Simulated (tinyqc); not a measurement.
Model-solid line-up of a strained alloy layer on a substrate, step by step. Values are carried at full precision from step to step, so a last printed digit may differ when a step is redone from the rounded ones.

All values of the alloy are linear in x but the gap, Eg(x) = (1 - x) Eg_A + x Eg_B - C x (1 - x), and the valence edge, Ev(x) = (1 - x) Ev_A + x Ev_B + fv C x (1 - x); Ec = Ev + Eg. Ev is the top of the unstrained valence band on a scale common to all materials. In the layer only the Gamma valley of the conduction band is followed, also where an X or L valley would lie lower.

Parameters, chosen for this exercise (A near InAs, B near InSb, substrate near GaSb; the results hold for these values, not for the real material):
- a = (6.065, 6.473) angstrom (lattice constant of A, B)
- Eg = (0.42, 0.235) eV (gap at Gamma to the s-like level of A, B)
- Dso = (0.39, 0.811) eV (spin-orbit splitting of A, B)
- Ev = (-0.6, 0) eV (top of the unstrained valence band of A, B)
- ac = (-5.02, -6.88) eV (conduction deformation potential of A, B)
- av = (0.99, 0.36) eV (valence hydrostatic potential of A, B)
- b = (-1.8, -1.97) eV (tetragonal shear potential of A, B)
- d = (-3.61, -4.67) eV (trigonal shear potential of A, B)
- C11 = (84.3, 68) GPa (of A, B)
- C12 = (45, 37.1) GPa (of A, B)
- C44 = (40.1, 30.7) GPa (of A, B)
- C = 0.743 eV (bowing of the gap)
- fv = 0.7 (share of the bowing taken by the valence edge)
- x = 0.5 (fraction of B)
- a_s = 6.092 angstrom (substrate)
- face = 110 (growth face)
- Eg_s = 0.82 eV (lowest gap of the substrate)
- Ev_s = -0.03 eV (substrate valence edge)
- e14 = -0.063 C/m^2 (piezoelectric constant of the layer)
- eps = 13.9 (dielectric constant)
- Lw = 7 nm (thickness of the layer)

## Values of the alloy

Interpolate.

Alloy at x (a in angstrom, C11, C12, C44 in GPa, all else in eV):
```
symbol    value
a        6.2690
Eg       0.1417
Dso      0.6005
Ev      -0.1700
ac      -5.9500
av       0.6750
b       -1.8850
d       -4.1400
C11     76.1500
C12     41.0500
C44     35.4000
```

## Strain on the (110) substrate

Coherent growth on a (110) face: e_par = (a_s - a)/a, e_perp = -(C11 + 3 C12 - 2 C44)/(C11 + C12 + 2 C44) e_par; exx = eyy = (e_par + e_perp)/2, ezz = e_par, exy = (e_perp - e_par)/2, eyz = ezx = 0.

Use the values of the alloy.

e_par = -0.028234
e_perp = 0.019298

strain tensor in the cubic axes:
```
           x          y          z
x  -0.004468   0.023766   0.000000
y   0.023766  -0.004468   0.000000
z   0.000000   0.000000  -0.028234
```

The layer is under compression in the plane; its volume changes by -3.717 %. Above 2 % only a few nanometres stay coherent, and linear deformation potentials lose accuracy.

## Strained band edges

Strained edges: Ec + ac tr(e); the valence edges are Ev plus the levels of the 6 x 6 matrix of X, Y, Z times spin with -Dso/3 + l exx + m (eyy + ezz) on the diagonal (cyclic), n exy off it, l = av + 2 b, m = av - b, n = sqrt(3) d. Spin-orbit term (Dso/3) L.sigma on X, Y, Z with (L_k)_ij = -i epsilon_kij: <X+|H|Y+> = -i Dso/3, <X+|H|Z-> = Dso/3, <Y+|H|Z-> = -i Dso/3, <Z+|H|X-> = -Dso/3, <Z+|H|Y-> = i Dso/3, <X-|H|Y-> = i Dso/3, and their conjugates; + and - are the spin along z.

Give the hydrostatic shifts, the strain block and the edges.

ac tr(e), av tr(e) (eV): 0.2212  -0.0251

strain block (eV):
```
         X        Y       Z
X  -0.0699  -0.1704       0
Y  -0.1704  -0.0699       0
Z        0        0  0.0645
```

Ec and the three valence edges from the top (eV): 0.1929  -0.0862  -0.2606  -0.8389

strained gap = 0.2791 eV

Strain moves the gap by +137 meV: +246 meV from the volume and -109 meV from the splitting of the valence edge, which always raises the top.

## Offsets against the substrate material

dEc = Ec(substrate) - Ec(layer), dEv = Ev(layer) - Ev(substrate); positive values confine the carrier in the layer. Type I: both of one sign; type II: opposite signs; type III: the gaps do not overlap.

Give also the smallest gap across the interface, min Ec - max Ev.

dEc = 0.5971 eV
dEv = -0.0562 eV

type: II

smallest gap = 0.2229 eV

Electrons collect in the layer and holes in the substrate material.

## Piezoelectric polarisation

P_x = 2 e14 eyz and cyclic. The field along the normal n of the (110) face is -P.n/(eps eps0) in a layer between thick unstrained barriers, eps0 = 8.8541878e-12 F/m; 1 kV/cm = 1e5 V/m.

P (C/m^2): 0.000000  0.000000  -0.002995

P.n = 0.000000 C/m^2
field along n = 0.0 kV/cm
potential drop across the layer = 0.0 mV

P lies along [001], in the plane of the layer, so a wide layer carries no field along its normal.

tinyqc: `OMP_NUM_THREADS=1 python tinyqc.py 1081575 1081576 out.jsonl`; about 0.01 s, one thread, shared Intel(R) Xeon(R) Processor @ 2.30GHz.
